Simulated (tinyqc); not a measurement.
Threshold of a short bulk MOSFET: charge sharing, barrier lowering, narrow width: one step of the calculation.

n-channel device on a p-type body, depletion approximation, full ionisation. Uniform doping N = Na. Vbi from Boltzmann statistics is rough for the degenerate source. Cox = eps0 eox/tox.

Problem. Long-channel threshold and scales. ni = sqrt(Nc Nv) exp(-Eg/(2 Vt)), Eg in volts; 2 pB = 2 Vt ln(N/ni); flat band Vfb - Vt ln(N/Na); Wd = sqrt(2 eps0 eps_r (2 pB - Vbs)/(q N)); body term q N Wd/Cox; long-channel VT0 = flat band + 2 pB + body term; Vbi = Vt ln(N Nsd/ni^2); scale length l = sqrt((eps_r/eox) tox Wd).

Inputs (values chosen for the exercise); band and dielectric values close to those of silicon:
- T = 350 K (temperature)
- Eg = 1.11 eV (band gap)
- eps_r = 11.6 (relative permittivity)
- Nc = 3.55e19 cm^-3 (conduction-band density of states at T)
- Nv = 3.28e19 cm^-3 (valence-band density of states at T)
- eox = 3.9 (relative permittivity of the gate insulator (close to silicon dioxide))
- tox = 1.2 nm (insulator thickness)
- Na = 5.4e17 cm^-3 (channel doping)
- Nsd = 1e20 cm^-3 (source and drain doping)
- Vfb = -0.88 V (flat-band voltage for the doping Na)
- Vbs = -0.5 V (body-source voltage)

Constants: q = 1.602176634e-19 C, kB = 1.380649e-23 J/K, Vt = kB T/q, eps0 = 8.8541878128e-14 F/cm where lengths are in cm. Results are converted to the units shown.

Give: N; 2 pB; flat band; Wd; body term; VT0; Vbi; l.

Solution.

N = 5.400e17 cm^-3
2 pB = 0.8599 V
flat band = -0.8800 V
Wd = 56.82 nm
body term = 0.1708 V
VT0 = 0.1507 V
Vbi = 1.017 V
l = 14.24 nm

Numbers from tinyqc (`OMP_NUM_THREADS=1 python tinyqc.py 2002187 2002188 out.jsonl`; about 0.01 s on one thread of a shared Intel Xeon 2.30GHz).
